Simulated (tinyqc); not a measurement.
Carrier lifetime of a p-type layer with SRH, radiative, Auger and surface recombination: two steps of the calculation.

Uniform excess density dn = dp (no trapping), n = n0 + dn, p = p0 + dn, Boltzmann statistics, full ionisation. Surfaces enter as a rate 2 S dn/d, which holds while diffusion to them is fast.

Inputs (values chosen for the exercise); band and dielectric values close to those of In0.53Ga0.47As:
```
symbol     value        unit                                      meaning
T            350           K                                  temperature
Eg          0.73          eV                                     band gap
Nc       2.67e17       cm^-3       conduction-band density of states at T
Nv       9.61e18       cm^-3          valence-band density of states at T
B       9.98e-11      cm^3/s                        radiative coefficient
N         1.7e16       cm^-3                             acceptor density
Cn       1.7e-29      cm^6/s            Auger coefficient (two electrons)
Cp       8.5e-30      cm^6/s                Auger coefficient (two holes)
Nt          8e11       cm^-3                                 trap density
sn         7e-14        cm^2          capture cross-section for electrons
sp         4e-16        cm^2              capture cross-section for holes
vth        1.1e7        cm/s             thermal velocity (both carriers)
Et           0.2          eV         trap level below the conduction band
S           8000        cm/s  surface recombination velocity (both faces)
d              1          um                             sample thickness
G         1.5e24  cm^-3 s^-1                              generation rate
```

Constants: q = 1.602176634e-19 C, kB = 1.380649e-23 J/K, Vt = kB T/q. Results are converted to the units shown.

Problem 1. Equilibrium densities and SRH constants. ni = sqrt(Nc Nv) exp(-Eg/(2 Vt)), Eg in volts; majority density N/2 + sqrt(N^2/4 + ni^2), n0 p0 = ni^2; n1 = Nc exp(-Et/Vt), p1 = Nv exp((Et - Eg)/Vt); tn0 = 1/(sn vth Nt), tp0 = 1/(sp vth Nt).

Wanted: ni; n0; p0; n1; p1; tn0; tp0.

Solution 1.

ni = 8.8889e12 cm^-3
n0 = 4.6478e9 cm^-3
p0 = 1.7000e16 cm^-3
n1 = 3.5208e14 cm^-3
p1 = 2.2442e11 cm^-3
tn0 = 1.6234e-6 s
tp0 = 2.8409e-4 s

Problem 2. New dn. With e = n p - ni^2 = dn (n0 + p0 + dn): U_SRH = e/(tp0 (n + n1) + tn0 (p + p1)), U_rad = B e, U_Aug = (Cn n + Cp p) e, U_s = 2 S dn/d. Newton step on ln U(ln dn) = ln G, U the sum: k = d ln U/d ln dn (central difference over factors 1.0001), dn(new) = dn (G/U)^(1/k).

dn after iteration 1 = 9.2475339e15 cm^-3
n0 = 4.6478088e9 cm^-3
p0 = 1.7000005e16 cm^-3
n1 = 3.5207729e14 cm^-3
p1 = 2.2441882e11 cm^-3
tn0 = 1.6233766e-6 s
tp0 = 2.8409091e-4 s

Give: U_SRH; U_rad; U_Aug; U_s; k; dn after iteration 2.

Solution 2.

U_SRH = 8.763e19 cm^-3 s^-1
U_rad = 2.422e22 cm^-3 s^-1
U_Aug = 9.231e19 cm^-3 s^-1
U_s = 1.480e24 cm^-3 s^-1
k = 1.006
dn after iteration 2 = 9.223e15 cm^-3

Computed by the program tinyqc: `OMP_NUM_THREADS=1 python tinyqc.py 2300132 2300133 out.jsonl`, one thread of a shared Intel Xeon 2.30GHz, about 0.01 s for the whole run.
